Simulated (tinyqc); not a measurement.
Inside a calculation. Method: CCSD on RHF in the sto-3g basis, for H3-, spin multiplicity 1. The basis has no diffuse functions, so it cannot describe the extra electron: this is an exercise in the method, not the real anion. Computed by tinyqc, a small Python program that keeps every step (integrals from PySCF). Settings: charge = -1, multiplicity = 1, basis = sto-3g, method = RHF, energy threshold = 1e-10, iteration cap = 71, orthogonalisation = symmetric, start = Wolfsberg-Helmholz matrix, DIIS depth = 6, amplitude equations = CCSD, DIIS depth for amplitudes = 6, cap on updates = 72. Command: `OMP_NUM_THREADS=1 python tinyqc.py 26515 26516 out.jsonl` (the two numbers bound the seeds that draw the settings). One thread of a shared host (Intel(R) Xeon(R) Processor @ 2.60GHz), about 0.2 s of CPU time with the checks. The early iterations of the SCF are left out here.

## One-electron integrals

Geometry (angstrom):
```
atom,x,y,z
H,0.00000,0.00000,0.00000
H,0.00000,0.00000,1.03700
H,0.00000,0.00000,-1.03700
```

Basis sto-3g: exponents (1/bohr^2) and contraction coefficients of normalised primitives:
```
element,l (shell),exponent,coefficient
H,s (1),3.42525,0.15433
H,s (1),0.62391,0.53533
H,s (1),0.16886,0.44463
```

Overlap, kinetic and nuclear-attraction integrals over the contracted functions; the nuclear repulsion is the sum of Za Zb / Rab.

nuclear repulsion = 1.2757406 hartree

overlap S, lower triangle:
```
,1H 1s,2H 1s,3H 1s
1H 1s,1.00000
2H 1s,0.47495,1.00000
3H 1s,0.47495,0.10545,1.00000
```

kinetic energy T (hartree), lower triangle:
```
,1H 1s,2H 1s,3H 1s
1H 1s,0.76003
2H 1s,0.09815,0.76003
3H 1s,0.09815,-0.01083,0.76003
```

nuclear attraction V (hartree), lower triangle:
```
,1H 1s,2H 1s,3H 1s
1H 1s,-2.22009
2H 1s,-0.91111,-1.97843
3H 1s,-0.91111,-0.18736,-1.97843
```

core Hamiltonian H = T + V (hartree), lower triangle:
```
,1H 1s,2H 1s,3H 1s
1H 1s,-1.46006
2H 1s,-0.81296,-1.21840
3H 1s,-0.81296,-0.19819,-1.21840
```

## Two-electron integrals

Functions are numbered as in S; the eight-fold symmetry (ij|kl) = (ji|kl) = (kl|ij) leaves the list below.

Two-electron integrals (ij|kl) in chemists' order, unique and non-zero (hartree):
```
i,j,k,l,(ij|kl)
1,1,1,1,0.77461
2,1,1,1,0.29254
2,1,2,1,0.14313
2,2,1,1,0.46616
2,2,2,1,0.29254
2,2,2,2,0.77461
3,1,1,1,0.29254
3,1,2,1,0.10315
3,1,2,2,0.16079
3,1,3,1,0.14313
3,2,1,1,0.06191
3,2,2,1,0.02632
3,2,2,2,0.04846
3,2,3,1,0.02632
3,2,3,2,0.00567
3,3,1,1,0.46616
3,3,2,1,0.16079
3,3,2,2,0.25450
3,3,3,1,0.29254
3,3,3,2,0.04846
3,3,3,3,0.77461
```

## Orthogonalisation

S = U s U^T; symmetric (Loewdin) form X = U s^(-1/2) U^T, so that X^T S X = 1.

eigenvalues of S: 0.37897  0.89455  1.72648

X, lower triangle:
```
,1H 1s,2H 1s,3H 1s
1H 1s,1.22652
2H 1s,-0.30430,1.10813
3H 1s,-0.30430,0.05083,1.10813
```

## Iteration 7 (converged): orbitals

converged F (hartree), lower triangle:
```
,1H 1s,2H 1s,3H 1s
1H 1s,0.09765
2H 1s,-0.23850,0.10720
3H 1s,-0.23850,-0.06104,0.10720
```

Diagonalise F' = X^T F X, C = X C', fill 2 alpha and 2 beta electrons from the bottom; D = 2 C_occ C_occ^T. Each column has its largest component positive (the first on a tie).

F' = X^T F X (hartree), lower triangle:
```
,1,2,3
1,0.51151
2,-0.43592,0.30231
3,-0.43592,0.11423,0.30231
```

orbital energies (hartree): MO1 -0.15429, MO2 0.18808, MO3 1.08233

coefficients C:
```
,MO1,MO2,MO3
1H 1s,0.51754,0.00000,1.19235
2H 1s,0.39457,0.74762,-0.78006
3H 1s,0.39457,-0.74762,-0.78006
```

D after iteration 7, lower triangle:
```
,1H 1s,2H 1s,3H 1s
1H 1s,0.53569
2H 1s,0.40841,1.42926
3H 1s,0.40841,-0.80651,1.42926
```

## Convergence

Stop when the energy changes by less than 1e-10 hartree and every element of the error matrix X^T (F D S - S D F) X is below 3e-06.

Course of the cycle:
```
iteration,E (hartree),change,largest element of the error matrix
1,-1.3141371,-,1.18e-01
2,-1.3269236,-1.28e-02,1.50e-02
3,-1.3271312,-2.08e-04,1.56e-05
4,-1.3271312,-1.85e-10,6.72e-06
5,-1.3271312,-2.48e-11,4.28e-06
6,-1.3271312,-7.83e-12,3.14e-06
7,-1.3271312,-3.43e-12,2.48e-06
```

PySCF RHF in the same basis = -1.3271312 hartree

Converged in 7 iterations.

## Integrals over molecular orbitals

(pq|rs) = sum C_ip C_jq C_kr C_ls (ij|kl), one index at a time.

one-electron integrals over orbitals h = C^T H C (hartree), lower triangle:
```
,1,2,3
1,-1.49619
2,0.00000,-1.14047
3,-0.13749,0.00000,-0.77521
```

Two-electron integrals over orbitals (pq|rs), unique and non-zero (hartree):
```
p,q,r,s,(pq|rs)
1,1,1,1,0.54233
2,1,2,1,0.16264
2,2,1,1,0.48111
2,2,2,2,0.52898
3,1,1,1,0.07879
3,1,2,2,-0.04142
3,1,3,1,0.13645
3,2,2,1,-0.14154
3,2,3,2,0.14336
3,3,1,1,0.56713
3,3,2,2,0.50155
3,3,3,1,0.09491
3,3,3,3,0.62569
```

## CCSD: starting amplitudes

t_ij^ab = <ij||ab> / (e_i + e_j - e_a - e_b), whose energy is MP2.

Starting amplitudes (spin orbitals 1a, 1b, ...; amplitudes related by a flip of all spins are not repeated):
```
from,to,t
2a 2b,3a 3b,-0.08016
1a 1b,3a 3b,-0.05517
```

correlation energy = -0.0190191 hartree

## CCSD: amplitude update 1

t_i^a D_i^a and t_ij^ab D_ij^ab are set to the remaining terms of the spin-orbital equations, evaluated with the old amplitudes; for the doubles these are <ij||ab> + 1/2 <ab||ef> t_ij^ef + 1/2 <mn||ij> t_mn^ab + P(ij)P(ab) <mb||ej> t_im^ae + terms in t^2 + terms with t1, D the orbital-energy denominators.

Amplitudes after update 1 (spin orbitals 1a, 1b, ...; amplitudes related by a flip of all spins are not repeated):
```
from,to,t
2a 2b,3a 3b,-0.09960
1a 1b,3a 3b,-0.06794
1a,3a,0.00989
```

correlation energy = -0.0235349 hartree

## CCSD: amplitude update 2

As before.

Amplitudes after update 2 (spin orbitals 1a, 1b, ...; amplitudes related by a flip of all spins are not repeated):
```
from,to,t
2a 2b,3a 3b,-0.10569
1a 1b,3a 3b,-0.07095
1a,3a,0.01445
```

correlation energy = -0.0248044 hartree

## CCSD: amplitude update 3

t_i^a D_i^a and t_ij^ab D_ij^ab are set to the remaining terms of the spin-orbital equations, evaluated with the old amplitudes; for the doubles these are <ij||ab> + 1/2 <ab||ef> t_ij^ef + 1/2 <mn||ij> t_mn^ab + P(ij)P(ab) <mb||ej> t_im^ae + terms in t^2 + terms with t1, D the orbital-energy denominators. DIIS then mixes the stored amplitudes.

DIIS coefficients: -0.51336  1.51336

Amplitudes after update 3 (spin orbitals 1a, 1b, ...; amplitudes related by a flip of all spins are not repeated):
```
from,to,t
2a 2b,3a 3b,-0.10906
1a 1b,3a 3b,-0.07194
1a,3a,0.01705
```

correlation energy = -0.0254118 hartree

## CCSD: convergence

E_corr = 1/4 sum <ij||ab> t_ij^ab + 1/2 sum <ij||ab> t_i^a t_j^b; stop when the norm of the change is below 1e-8.

Course of the amplitude iterations:
```
update,correlation energy (hartree),norm of the change
0,-0.0190191,-
1,-0.0235349,4.86e-02
2,-0.0248044,1.50e-02
3,-0.0254118,5.24e-03
4,-0.0254162,5.12e-04
5,-0.0254140,2.77e-05
6,-0.0254140,3.71e-07
7,-0.0254140,1.61e-07
8,-0.0254140,1.03e-07
9,-0.0254140,6.78e-12
```

Converged amplitudes (spin orbitals 1a, 1b, ...; amplitudes related by a flip of all spins are not repeated):
```
from,to,t
2a 2b,3a 3b,-0.10937
1a 1b,3a 3b,-0.07164
1a,3a,0.01718
```

CCSD total energy = -1.3525452 hartree

T1 diagnostic, norm of the one-spin t1 over sqrt(correlated electrons) = 0.00859

Converged in 9 updates, with DIIS from the third.
